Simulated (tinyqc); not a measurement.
Worked calculation: UHF in the sto-6g basis, for H3+, spin multiplicity 1. Computed by tinyqc, a small Python program that keeps every step (integrals from PySCF). Settings: charge = 1, multiplicity = 1, basis = sto-6g, energy threshold = 1e-08, iteration cap = 64, orthogonalisation = symmetric, start = core, DIIS depth = 0, method = UHF, break = 0.4. Command: `OMP_NUM_THREADS=1 python tinyqc.py 21201 21202 out.jsonl` (the two numbers bound the seeds that draw the settings). One thread of a shared host (Intel(R) Xeon(R) Processor @ 2.60GHz), about 0.2 s of CPU time with the checks. Later iterations appear only in the table of the cycle.

## One-electron integrals

Geometry (angstrom):
```
atom         x         y          z
H     0.000000  0.000000   0.000000
H     0.000000  0.000000   0.990000
H     0.000000  0.000000  -0.990000
```

Basis sto-6g: exponents (1/bohr^2) and contraction coefficients of normalised primitives:
```
element  l (shell)   exponent  coefficient
H            s (1)  35.523221     0.009164
H            s (1)   6.513144     0.049361
H            s (1)   1.822143     0.168538
H            s (1)   0.625955     0.370563
H            s (1)   0.243077     0.416492
H            s (1)   0.100112     0.130334
```

Overlap, kinetic and nuclear-attraction integrals over the contracted functions; the nuclear repulsion is the sum of Za Zb / Rab.

nuclear repulsion = 1.33630609 hartree

overlap S, order 1H 1s, 2H 1s, 3H 1s:
$$\begin{pmatrix}
1.000000 & 0.502629 & 0.502629 \\
0.502629 & 1.000000 & 0.123797 \\
0.502629 & 0.123797 & 1.000000
\end{pmatrix}$$

kinetic energy T (hartree), order 1H 1s, 2H 1s, 3H 1s:
$$\begin{pmatrix}
0.768522 & 0.115353 & 0.115353 \\
0.115353 & 0.768522 & -0.011424 \\
0.115353 & -0.011424 & 0.768522
\end{pmatrix}$$

nuclear attraction V (hartree), order 1H 1s, 2H 1s, 3H 1s:
$$\begin{pmatrix}
-2.274327 & -0.990985 & -0.990985 \\
-0.990985 & -2.024065 & -0.223912 \\
-0.990985 & -0.223912 & -2.024065
\end{pmatrix}$$

core Hamiltonian H = T + V (hartree), order 1H 1s, 2H 1s, 3H 1s:
$$\begin{pmatrix}
-1.505805 & -0.875633 & -0.875633 \\
-0.875633 & -1.255543 & -0.235336 \\
-0.875633 & -0.235336 & -1.255543
\end{pmatrix}$$

## Two-electron integrals

Functions are numbered as in S; the eight-fold symmetry (ij|kl) = (ji|kl) = (kl|ij) leaves the list below.

Two-electron integrals (ij|kl) in chemists' order, unique and non-zero (hartree):
```
(11|11) 0.774999   (21|11) 0.314091   (21|21) 0.162100   (22|11) 0.481299
(22|21) 0.314091   (22|22) 0.774999   (31|11) 0.314091   (31|21) 0.118768
(31|22) 0.177091   (31|31) 0.162100   (32|11) 0.073103   (32|21) 0.033018
(32|22) 0.057880   (32|31) 0.033018   (32|32) 0.007817   (33|11) 0.481299
(33|21) 0.177091   (33|22) 0.266259   (33|31) 0.314091   (33|32) 0.057880
(33|33) 0.774999
```

## Orthogonalisation

S = U s U^T; symmetric (Loewdin) form X = U s^(-1/2) U^T, so that X^T S X = 1.

eigenvalues of S: [0.348384, 0.876203, 1.775414]

X, order 1H 1s, 2H 1s, 3H 1s:
$$\begin{pmatrix}
1.263297 & -0.332400 & -0.332400 \\
-0.332400 & 1.124869 & 0.056558 \\
-0.332400 & 0.056558 & 1.124869
\end{pmatrix}$$

## Starting guess

The start is the orbitals of the core Hamiltonian, with HOMO and LUMO mixed by +/-0.4 rad for the two spins; D(s) = C_occ C_occ^T for each spin.

D(alpha) at the start, order 1H 1s, 2H 1s, 3H 1s:
$$\begin{pmatrix}
0.442647 & 0.342842 & -0.048592 \\
0.342842 & 0.265540 & -0.037636 \\
-0.048592 & -0.037636 & 0.005334
\end{pmatrix}$$

D(beta) at the start, order 1H 1s, 2H 1s, 3H 1s:
$$\begin{pmatrix}
0.442647 & -0.048592 & 0.342842 \\
-0.048592 & 0.005334 & -0.037636 \\
0.342842 & -0.037636 & 0.265540
\end{pmatrix}$$

## Iteration 1: building the Fock matrix

J_ij = sum D_kl (ij|kl) with D = D(alpha) + D(beta), K_ij = sum D_kl (ik|jl) for each spin; F = H + J - K(s); E = tr D H + tr D J / 2 - 0.5 sum_s tr D(s) K(s) + E_nn.

Coulomb J (hartree), order 1H 1s, 2H 1s, 3H 1s:
$$\begin{pmatrix}
1.305524 & 0.571432 & 0.571432 \\
0.571432 & 0.988487 & 0.133760 \\
0.571432 & 0.133760 & 0.988487
\end{pmatrix}$$

exchange K(alpha) (hartree), order 1H 1s, 2H 1s, 3H 1s:
$$\begin{pmatrix}
0.562862 & 0.425964 & 0.176085 \\
0.425964 & 0.485389 & 0.119760 \\
0.176085 & 0.119760 & 0.065722
\end{pmatrix}$$

exchange K(beta) (hartree), order 1H 1s, 2H 1s, 3H 1s:
$$\begin{pmatrix}
0.562862 & 0.176085 & 0.425964 \\
0.176085 & 0.065722 & 0.119760 \\
0.425964 & 0.119760 & 0.485389
\end{pmatrix}$$

F(alpha) (hartree), order 1H 1s, 2H 1s, 3H 1s:
$$\begin{pmatrix}
-0.763143 & -0.730165 & -0.480286 \\
-0.730165 & -0.752444 & -0.221336 \\
-0.480286 & -0.221336 & -0.332777
\end{pmatrix}$$

F(beta) (hartree), order 1H 1s, 2H 1s, 3H 1s:
$$\begin{pmatrix}
-0.763143 & -0.480286 & -0.730165 \\
-0.480286 & -0.332777 & -0.221336 \\
-0.730165 & -0.221336 & -0.752444
\end{pmatrix}$$

total energy of this density = -1.14463188 hartree

## Iteration 1: diagonalisation and new density

Diagonalise F' = X^T F X, C = X C', fill 1 alpha and 1 beta electrons from the bottom; D(s) = C_occ C_occ^T. Each column has its largest component positive (the first on a tie).

F' = X^T F X (alpha) (hartree):
$$\begin{pmatrix}
-0.370147 & -0.510677 & -0.322468 \\
-0.510677 & -0.501552 & 0.041219 \\
-0.322468 & 0.041219 & -0.149345
\end{pmatrix}$$

orbital energies (alpha) (hartree): MO1 -0.993410, MO2 -0.293614, MO3 0.265980

coefficients C (alpha), order 1H 1s, 2H 1s, 3H 1s:
$$\begin{pmatrix}
0.559497 & 0.276717 & 1.194692 \\
0.563679 & -0.659494 & -0.791425 \\
0.067802 & 0.764292 & -0.888976
\end{pmatrix}$$

F' = X^T F X (beta) (hartree):
$$\begin{pmatrix}
-0.370147 & -0.322468 & -0.510677 \\
-0.322468 & -0.149345 & 0.041219 \\
-0.510677 & 0.041219 & -0.501552
\end{pmatrix}$$

orbital energies (beta) (hartree): MO1 -0.993410, MO2 -0.293614, MO3 0.265980

coefficients C (beta), order 1H 1s, 2H 1s, 3H 1s:
$$\begin{pmatrix}
0.559497 & 0.276717 & 1.194692 \\
0.067802 & 0.764292 & -0.888976 \\
0.563679 & -0.659494 & -0.791425
\end{pmatrix}$$

D(alpha) after iteration 1, order 1H 1s, 2H 1s, 3H 1s:
$$\begin{pmatrix}
0.313037 & 0.315377 & 0.037935 \\
0.315377 & 0.317734 & 0.038219 \\
0.037935 & 0.038219 & 0.004597
\end{pmatrix}$$

D(beta) after iteration 1, order 1H 1s, 2H 1s, 3H 1s:
$$\begin{pmatrix}
0.313037 & 0.037935 & 0.315377 \\
0.037935 & 0.004597 & 0.038219 \\
0.315377 & 0.038219 & 0.317734
\end{pmatrix}$$

## Iteration 2: building the Fock matrix

As before.

Coulomb J (hartree), order 1H 1s, 2H 1s, 3H 1s:
$$\begin{pmatrix}
1.250544 & 0.558483 & 0.558483 \\
0.558483 & 0.992887 & 0.130939 \\
0.558483 & 0.130939 & 0.992887
\end{pmatrix}$$

exchange K(alpha) (hartree), order 1H 1s, 2H 1s, 3H 1s:
$$\begin{pmatrix}
0.525875 & 0.416493 & 0.203206 \\
0.416493 & 0.502065 & 0.140544 \\
0.203206 & 0.140544 & 0.105871
\end{pmatrix}$$

exchange K(beta) (hartree), order 1H 1s, 2H 1s, 3H 1s:
$$\begin{pmatrix}
0.525875 & 0.203206 & 0.416493 \\
0.203206 & 0.105871 & 0.140544 \\
0.416493 & 0.140544 & 0.502065
\end{pmatrix}$$

F(alpha) (hartree), order 1H 1s, 2H 1s, 3H 1s:
$$\begin{pmatrix}
-0.781136 & -0.733642 & -0.520356 \\
-0.733642 & -0.764721 & -0.244941 \\
-0.520356 & -0.244941 & -0.368527
\end{pmatrix}$$

F(beta) (hartree), order 1H 1s, 2H 1s, 3H 1s:
$$\begin{pmatrix}
-0.781136 & -0.520356 & -0.733642 \\
-0.520356 & -0.368527 & -0.244941 \\
-0.733642 & -0.244941 & -0.764721
\end{pmatrix}$$

total energy of this density = -1.18664306 hartree

## Iteration 2: diagonalisation and new density

As before.

F' = X^T F X (alpha) (hartree):
$$\begin{pmatrix}
-0.372811 & -0.501205 & -0.354046 \\
-0.501205 & -0.518086 & 0.023333 \\
-0.354046 & 0.023333 & -0.169515
\end{pmatrix}$$

orbital energies (alpha) (hartree): MO1 -1.011597, MO2 -0.312346, MO3 0.263531

coefficients C (alpha), order 1H 1s, 2H 1s, 3H 1s:
$$\begin{pmatrix}
0.546704 & 0.280196 & 1.199793 \\
0.553537 & -0.695929 & -0.767006 \\
0.113156 & 0.742931 & -0.902368
\end{pmatrix}$$

F' = X^T F X (beta) (hartree):
$$\begin{pmatrix}
-0.372811 & -0.354046 & -0.501205 \\
-0.354046 & -0.169515 & 0.023333 \\
-0.501205 & 0.023333 & -0.518086
\end{pmatrix}$$

orbital energies (beta) (hartree): MO1 -1.011597, MO2 -0.312346, MO3 0.263531

coefficients C (beta), order 1H 1s, 2H 1s, 3H 1s:
$$\begin{pmatrix}
0.546704 & 0.280196 & 1.199793 \\
0.113156 & 0.742931 & -0.902368 \\
0.553537 & -0.695929 & -0.767006
\end{pmatrix}$$

D(alpha) after iteration 2, order 1H 1s, 2H 1s, 3H 1s:
$$\begin{pmatrix}
0.298885 & 0.302620 & 0.061863 \\
0.302620 & 0.306403 & 0.062636 \\
0.061863 & 0.062636 & 0.012804
\end{pmatrix}$$

D(beta) after iteration 2, order 1H 1s, 2H 1s, 3H 1s:
$$\begin{pmatrix}
0.298885 & 0.061863 & 0.302620 \\
0.061863 & 0.012804 & 0.062636 \\
0.302620 & 0.062636 & 0.306403
\end{pmatrix}$$

## Iteration 3: building the Fock matrix

As before.

Coulomb J (hartree), order 1H 1s, 2H 1s, 3H 1s:
$$\begin{pmatrix}
1.246777 & 0.557559 & 0.557559 \\
0.557559 & 0.992639 & 0.130748 \\
0.557559 & 0.130748 & 0.992639
\end{pmatrix}$$

exchange K(alpha) (hartree), order 1H 1s, 2H 1s, 3H 1s:
$$\begin{pmatrix}
0.527219 & 0.410274 & 0.219043 \\
0.410274 & 0.487448 & 0.147722 \\
0.219043 & 0.147722 & 0.126864
\end{pmatrix}$$

exchange K(beta) (hartree), order 1H 1s, 2H 1s, 3H 1s:
$$\begin{pmatrix}
0.527219 & 0.219043 & 0.410274 \\
0.219043 & 0.126864 & 0.147722 \\
0.410274 & 0.147722 & 0.487448
\end{pmatrix}$$

F(alpha) (hartree), order 1H 1s, 2H 1s, 3H 1s:
$$\begin{pmatrix}
-0.786246 & -0.728348 & -0.537117 \\
-0.728348 & -0.750351 & -0.252310 \\
-0.537117 & -0.252310 & -0.389768
\end{pmatrix}$$

F(beta) (hartree), order 1H 1s, 2H 1s, 3H 1s:
$$\begin{pmatrix}
-0.786246 & -0.537117 & -0.728348 \\
-0.537117 & -0.389768 & -0.252310 \\
-0.728348 & -0.252310 & -0.750351
\end{pmatrix}$$

total energy of this density = -1.19110771 hartree

## Iteration 3: diagonalisation and new density

As before.

F' = X^T F X (alpha) (hartree):
$$\begin{pmatrix}
-0.373726 & -0.496079 & -0.366040 \\
-0.496079 & -0.504803 & 0.017485 \\
-0.366040 & 0.017485 & -0.185513
\end{pmatrix}$$

orbital energies (alpha) (hartree): MO1 -1.009329, MO2 -0.318425, MO3 0.263712

coefficients C (alpha), order 1H 1s, 2H 1s, 3H 1s:
$$\begin{pmatrix}
0.550073 & 0.257985 & 1.203230 \\
0.536741 & -0.706513 & -0.769264 \\
0.136790 & 0.744745 & -0.897587
\end{pmatrix}$$

F' = X^T F X (beta) (hartree):
$$\begin{pmatrix}
-0.373726 & -0.366040 & -0.496079 \\
-0.366040 & -0.185513 & 0.017485 \\
-0.496079 & 0.017485 & -0.504803
\end{pmatrix}$$

orbital energies (beta) (hartree): MO1 -1.009329, MO2 -0.318425, MO3 0.263712

coefficients C (beta), order 1H 1s, 2H 1s, 3H 1s:
$$\begin{pmatrix}
0.550073 & 0.257985 & 1.203230 \\
0.136790 & 0.744745 & -0.897587 \\
0.536741 & -0.706513 & -0.769264
\end{pmatrix}$$

D(alpha) after iteration 3, order 1H 1s, 2H 1s, 3H 1s:
$$\begin{pmatrix}
0.302580 & 0.295247 & 0.075244 \\
0.295247 & 0.288090 & 0.073421 \\
0.075244 & 0.073421 & 0.018711
\end{pmatrix}$$

D(beta) after iteration 3, order 1H 1s, 2H 1s, 3H 1s:
$$\begin{pmatrix}
0.302580 & 0.075244 & 0.295247 \\
0.075244 & 0.018711 & 0.073421 \\
0.295247 & 0.073421 & 0.288090
\end{pmatrix}$$

## Iteration 4: building the Fock matrix

As before.

Coulomb J (hartree), order 1H 1s, 2H 1s, 3H 1s:
$$\begin{pmatrix}
1.251266 & 0.558586 & 0.558586 \\
0.558586 & 0.991678 & 0.130983 \\
0.558586 & 0.130983 & 0.991678
\end{pmatrix}$$

exchange K(alpha) (hartree), order 1H 1s, 2H 1s, 3H 1s:
$$\begin{pmatrix}
0.534408 & 0.405967 & 0.230915 \\
0.405967 & 0.471401 & 0.151661 \\
0.230915 & 0.151661 & 0.141065
\end{pmatrix}$$

exchange K(beta) (hartree), order 1H 1s, 2H 1s, 3H 1s:
$$\begin{pmatrix}
0.534408 & 0.230915 & 0.405967 \\
0.230915 & 0.141065 & 0.151661 \\
0.405967 & 0.151661 & 0.471401
\end{pmatrix}$$

F(alpha) (hartree), order 1H 1s, 2H 1s, 3H 1s:
$$\begin{pmatrix}
-0.788947 & -0.723013 & -0.547962 \\
-0.723013 & -0.735266 & -0.256014 \\
-0.547962 & -0.256014 & -0.404930
\end{pmatrix}$$

F(beta) (hartree), order 1H 1s, 2H 1s, 3H 1s:
$$\begin{pmatrix}
-0.788947 & -0.547962 & -0.723013 \\
-0.547962 & -0.404930 & -0.256014 \\
-0.723013 & -0.256014 & -0.735266
\end{pmatrix}$$

total energy of this density = -1.19301839 hartree

## Iteration 4: diagonalisation and new density

As before.

F' = X^T F X (alpha) (hartree):
$$\begin{pmatrix}
-0.374235 & -0.492650 & -0.373705 \\
-0.492650 & -0.490114 & 0.014648 \\
-0.373705 & 0.014648 & -0.197511
\end{pmatrix}$$

orbital energies (alpha) (hartree): MO1 -1.005436, MO2 -0.321406, MO3 0.264983

coefficients C (alpha), order 1H 1s, 2H 1s, 3H 1s:
$$\begin{pmatrix}
0.554747 & 0.236767 & 1.205444 \\
0.521714 & -0.712207 & -0.774335 \\
0.153638 & 0.748373 & -0.891825
\end{pmatrix}$$

F' = X^T F X (beta) (hartree):
$$\begin{pmatrix}
-0.374235 & -0.373705 & -0.492650 \\
-0.373705 & -0.197511 & 0.014648 \\
-0.492650 & 0.014648 & -0.490114
\end{pmatrix}$$

orbital energies (beta) (hartree): MO1 -1.005436, MO2 -0.321406, MO3 0.264983

coefficients C (beta), order 1H 1s, 2H 1s, 3H 1s:
$$\begin{pmatrix}
0.554747 & 0.236767 & 1.205444 \\
0.153638 & 0.748373 & -0.891825 \\
0.521714 & -0.712207 & -0.774335
\end{pmatrix}$$

D(alpha) after iteration 4, order 1H 1s, 2H 1s, 3H 1s:
$$\begin{pmatrix}
0.307744 & 0.289419 & 0.085230 \\
0.289419 & 0.272186 & 0.080155 \\
0.085230 & 0.080155 & 0.023605
\end{pmatrix}$$

D(beta) after iteration 4, order 1H 1s, 2H 1s, 3H 1s:
$$\begin{pmatrix}
0.307744 & 0.085230 & 0.289419 \\
0.085230 & 0.023605 & 0.080155 \\
0.289419 & 0.080155 & 0.272186
\end{pmatrix}$$

## Convergence

Stop when the energy changes by less than 1e-08 hartree and every element of the error matrix X^T (F D S - S D F) X (for each spin) is below 3e-05.

Course of the cycle:
```
iteration  E (hartree)     change  largest element of the error matrix
1          -1.14463188          -                             8.93e-02
2          -1.18664306  -4.20e-02                             2.59e-02
3          -1.19110771  -4.46e-03                             1.41e-02
4          -1.19301839  -1.91e-03                             1.04e-02
5          -1.19419733  -1.18e-03                             8.32e-03
6          -1.19498609  -7.89e-04                             6.92e-03
7          -1.19554082  -5.55e-04                             5.88e-03
8          -1.19594643  -4.06e-04                             5.09e-03
9          -1.19625244  -3.06e-04                             4.46e-03
10         -1.19648935  -2.37e-04                             3.96e-03
11         -1.19667677  -1.87e-04                             3.54e-03
12         -1.19682778  -1.51e-04                             3.20e-03
13         -1.19695140  -1.24e-04                             2.91e-03
14         -1.19705398  -1.03e-04                             2.66e-03
...                ...        ...                                  ...
51         -1.19779957  -3.47e-06                             5.09e-04
52         -1.19780286  -3.29e-06                             4.96e-04
53         -1.19780597  -3.12e-06                             4.83e-04
54         -1.19780893  -2.96e-06                             4.70e-04
55         -1.19781174  -2.81e-06                             4.58e-04
56         -1.19781441  -2.67e-06                             4.47e-04
57         -1.19781695  -2.54e-06                             4.36e-04
58         -1.19781936  -2.41e-06                             4.25e-04
59         -1.19782166  -2.30e-06                             4.15e-04
60         -1.19782385  -2.19e-06                             4.05e-04
61         -1.19782594  -2.09e-06                             3.96e-04
62         -1.19782793  -1.99e-06                             3.86e-04
63         -1.19782983  -1.90e-06                             3.77e-04
64         -1.19783164  -1.81e-06                             3.69e-04
```

PySCF UHF in the same basis, after a stability check = -1.19787607 hartree

Not converged within the cap of 64 iterations: the residual falls steadily but slowly, by a factor of about 0.98 a step. Reruns (cap 100 unless said): DIIS 8: converged in 19; damping 0.5: not converged; level shift 0.5: not converged; atomic densities as start, DIIS 8: converged in 10; the original settings with a cap of 400: converged in 209.
